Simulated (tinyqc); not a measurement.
# LED efficiency against current

ABC model of an LED: J = q da (A n + Ba n^2 + Ca n^3), IQE = Ba n^2/(A n + Ba n^2 + Ca n^3), differential lifetime 1/(A + 2 Ba n + 3 Ca n^2).

Parameters, values chosen for the exercise:
```
symbol    value    unit                                    meaning
A         2.3e5     1/s     defect coefficient of the active layer
Ba      5.4e-10  cm^3/s  radiative coefficient of the active layer
Ca      3.5e-30  cm^6/s      Auger coefficient of the active layer
da           33      nm              thickness of the active layer
```

Constants: q = 1.602176634e-19 C. Results are converted to the units shown.

Result of one run:
```
n (cm^-3),IQE (%),defect share (%),Auger share (%),differential lifetime (ns)
2.6423e17,99.669,0.16066,0.17069,3.4924
```

Which current density J gave this result: 1, 20, 300 or 6000 A/cm^2?

J = 20 A/cm^2.

The whole series:
```
J (A/cm^2),n (cm^-3),IQE (%),defect share (%),Auger share (%),differential lifetime (ns)
0.06,1.4285e16,97.096,2.8951,0.0089896,63.859
0.3,3.2200e16,98.674,1.3052,0.020594,28.558
1,5.8958e16,99.245,0.71696,0.037925,15.639
5,1.3207e17,99.594,0.32120,0.085251,6.9908
20,2.6423e17,99.669,0.16066,0.17069,3.4924
80,5.2823e17,99.579,0.080294,0.34093,1.7432
300,1.0215e18,99.301,0.041406,0.65744,0.89736
1000,1.8601e18,98.786,0.022620,1.1910,0.48888
6000,4.5183e18,97.146,0.0091576,2.8450,0.19629
```

The IQE goes from 97.1 through a maximum of 99.7 (at J = 20 A/cm^2 among the rows listed) to 97.1 %. The exact peak, Q/(Q + 2) = 99.7 % with Q = Ba/sqrt(A Ca) = 602, lies at n = sqrt(A/Ca) = 2.56e17 cm^-3, J = 18.8 A/cm^2, where the defect and Auger shares are equal. n goes as J^(0.51) at the low end and J^(0.50) at the high end.

tinyqc, about 0.01 s, one thread, Intel Xeon 2.30GHz (shared host): `OMP_NUM_THREADS=1 python tinyqc.py 2300016 2300017 out.jsonl`
